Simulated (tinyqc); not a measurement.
Band edges of strained Si(1-x)Ge(x) on relaxed Si(1-y)Ge(y), step by step. Values are carried at full precision from step to step, so a last printed digit may differ when a step is redone from the rounded ones.

Values are linear in the Ge fraction but for ED(x) = linear - CD x (1 - x) and a(x) = linear - Ca x (1 - x). Energies are on the common scale of Ev.

Values chosen for the exercise (end members near Si and Ge, in this order; shifted at random, so the results belong to these values and not to a real crystal):
- a = (5.432, 5.651) angstrom (lattice constant)
- Dso = (0.044, 0.29) eV (spin-orbit splitting)
- av = (2.45, 1.26) eV (valence hydrostatic potential)
- b = (-2.12, -2.57) eV (tetragonal shear potential)
- d = (-4.75, -5.33) eV (trigonal shear potential)
- C11 = (167, 130.4) GPa
- C12 = (64.4, 48.3) GPa
- C44 = (79.8, 67) GPa
- Ev = (0, 0.7) eV (top of the unstrained valence band)
- ED = (1.155, 0.922) eV (gap to the Delta valleys)
- EL = (1.979, 0.725) eV (gap to the L valleys)
- aD = (1.59, 1.33) eV (hydrostatic potential of the Delta gap)
- aL = (-2.89, -2.73) eV (hydrostatic potential of the L gap)
- XuD = (9.2, 9.55) eV (uniaxial potential, Delta)
- XuL = (16.27, 15.22) eV (uniaxial potential, L)
- CD = 0.183 eV (bowing of the Delta gap)
- Ca = 0.028 angstrom (bowing of the lattice constant)
- x = 0 (Ge fraction of the layer)
- y = 0.36 (Ge fraction of the relaxed buffer)
- face = 001 (growth face)

## Values of the layer and the buffer

Interpolate at x and at y.

Interpolated values (a in angstrom, C11, C12, C44 in GPa, all else in eV):

| symbol | layer | buffer |
|---|---|---|
| a | 5.4320 | 5.5044 |
| Dso | 0.0440 | 0.1326 |
| av | 2.4500 | 2.0216 |
| b | -2.1200 | -2.2820 |
| d | -4.7500 | -4.9588 |
| C11 | 167.0000 | 153.8240 |
| C12 | 64.4000 | 58.6040 |
| C44 | 79.8000 | 75.1920 |
| Ev | 0.0000 | 0.2520 |
| ED | 1.1550 | 1.0290 |
| EL | 1.9790 | 1.5276 |
| aD | 1.5900 | 1.4964 |
| aL | -2.8900 | -2.8324 |
| XuD | 9.2000 | 9.3260 |
| XuL | 16.2700 | 15.8920 |

## Strain of the layer on a (001) buffer

Coherent growth on a (001) face: e_par = (a(y) - a(x))/a(x), e_perp = -2 (C12/C11) e_par; exx = eyy = e_par, ezz = e_perp, no shear.

Use the elastic constants of the layer.

e_par = 0.013326
e_perp = -0.010278

strain tensor in the cubic axes:
```
          x         y          z
x  0.013326  0.000000   0.000000
y  0.000000  0.013326   0.000000
z  0.000000  0.000000  -0.010278
```

The layer is under tension in the plane; its volume changes by +1.637 %.

## Conduction valleys of the layer

A valley with unit axis u lies at Ev + gap + (av + a_valley) tr(e) + Xu (u.e.u - tr(e)/3); the Delta axes are x, y, z and the L axes [111], [1-1-1], [-11-1], [-1-11]. The second-order shift of the Delta valleys under shear is left out; it lowers the pair normal to the sheared plane by tens of meV at a shear of 1 %.

Give the hydrostatic shifts, the uniaxial shifts and the edges.

hydrostatic shifts of Delta and L (eV): 0.0662  -0.0072

uniaxial shifts (eV): Delta x 0.0724, Delta y 0.0724, Delta z -0.1448, L [111] 0.0000, L [1-1-1] 0.0000, L [-11-1] 0.0000, L [-1-11] 0.0000

valley edges (eV): Delta x 1.2935, Delta y 1.2935, Delta z 1.0764, L [111] 1.9718, L [1-1-1] 1.9718, L [-11-1] 1.9718, L [-1-11] 1.9718

The lowest set is Delta2 (the digit counts whole valleys) at 1.0764 eV; the Delta valleys spread over 217 meV and the L valleys over 0 meV.

## Valence edges of the layer

Valence edges: Ev plus the levels of the 6 x 6 matrix of X, Y, Z times spin with -Dso/3 + l exx + m (eyy + ezz) on the diagonal (cyclic), n exy off it, l = av + 2 b, m = av - b, n = sqrt(3) d. Spin-orbit term (Dso/3) L.sigma on X, Y, Z with (L_k)_ij = -i epsilon_kij: <X+|H|Y+> = -i Dso/3, <X+|H|Z-> = Dso/3, <Y+|H|Z-> = -i Dso/3, <Z+|H|X-> = -Dso/3, <Z+|H|Y-> = i Dso/3, <X-|H|Y-> = i Dso/3, and their conjugates; + and - are the spin along z.

Give the strain block and the three twofold edges.

strain block (eV), lower triangle:
```
         X        Y       Z
X  -0.0099
Y        0  -0.0099
Z        0        0  0.1402
```

edges from the top (eV): 0.1281  -0.0099  -0.0418

The top two edges are split by 138 meV.

## Gap and offsets against the buffer

Buffer: Ev(y) and Ec = Ev(y) + min(ED, EL). dEc = Ec(buffer) - Ec(layer), dEv = Ev(layer) - Ev(buffer); positive values confine the carrier in the layer; type I if both have one sign.

gap of the strained layer = 0.9483 eV
gap of the buffer = 1.0290 eV
dEc = 0.2046 eV
dEv = -0.1239 eV

Type II: electrons collect in the layer (205 meV) and holes in the buffer (124 meV). The relaxed layer would have a gap of 1.155 eV, so strain has moved it by -207 meV.

## Checks

- Mean of the three Delta edges against the hydrostatic shift alone (eV): both 1.22115.

(tinyqc, `OMP_NUM_THREADS=1 python tinyqc.py 1081179 1081180 out.jsonl`, Intel(R) Xeon(R) Processor @ 2.30GHz, 1 thread, shared host, about 0.02 s.)
